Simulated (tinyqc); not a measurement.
Wannier-Stark ladder of a miniband, step by step. Values are carried at full precision from step to step, so a last printed digit may differ when a step is redone from the rounded ones.

One state in each well j = -(Nw - 1)/2 ... (Nw - 1)/2: H_jj = j e F d, H_(j,j+1) = -W/4; 1 kV/cm = 0.01 meV/angstrom. In an infinite chain the levels are j e F d and the state of well 0 has amplitude J_j(x) in size on well j, x = W/(2 e F d).

Constants: hbar = 6.58211957e-16 eV s.

Values chosen for the exercise (near those of a GaAs/AlGaAs superlattice; not measured data):
- W = 6 meV (miniband width)
- d = 106 angstrom (period)
- F = 1.5 kV/cm (field)
- Nw = 7 (wells)

## Scales

Give e F d, x, the Bloch frequency e F d/(2 pi hbar) and period, and the swing W/(e F) of a wave packet.

e F d = 1.590 meV
x = 1.8868
frequency = 0.384 THz
period = 2.601 ps
swing = 400 angstrom

## The matrix

Fill it in.

H (meV):
```
,-3,-2,-1,0,1,2,3
-3,-4.770,-1.500,0,0,0,0,0
-2,-1.500,-3.180,-1.500,0,0,0,0
-1,0,-1.500,-1.590,-1.500,0,0,0
0,0,0,-1.500,0,-1.500,0,0
1,0,0,0,-1.500,1.590,-1.500,0
2,0,0,0,0,-1.500,3.180,-1.500
3,0,0,0,0,0,-1.500,4.770
```

## Levels and the middle state

Diagonalise; give the levels, their spacings and the weights of the middle level on the wells.

levels (meV): -5.849  -3.464  -1.637  0.000  1.637  3.464  5.849

spacings (meV): 2.385  1.827  1.637  1.637  1.827  2.385

weights: 0.0104  0.1047  0.3413  0.0874  0.3413  0.1047  0.0104

The spacing in the middle is 1.0296 e F d and at the ends 1.500 e F d; states that reach the ends of the stack are pushed apart.

## Bessel amplitudes

With x = W/(2 e F d): J_j(x)^2 for j = 0 to 5, their running sum over -j ... j, and the spread sqrt(sum j^2 J_j^2) = x/sqrt2. For a hole fixed in well 0 the J_j^2 are the strengths of the optical lines at j e F d.

Weights:
```
j,J_j^2,sum
0,0.0838,0.0838
1,0.3381,0.7600
2,0.1068,0.9736
3,0.0124,0.9984
4,0.0008,0.9999
5,0.0000,1.0000
```

spread = 1.334 periods

The strongest line is j = +/-1.

## Checks

- Weight on well 1 of the middle state of 61 wells against J_1(x)^2: both 0.3381.

Run: tinyqc, `OMP_NUM_THREADS=1 python tinyqc.py 1251332 1251333 out.jsonl`; Intel(R) Xeon(R) Processor @ 2.30GHz, one thread, shared host; about 0.01 s of CPU time with all checks.
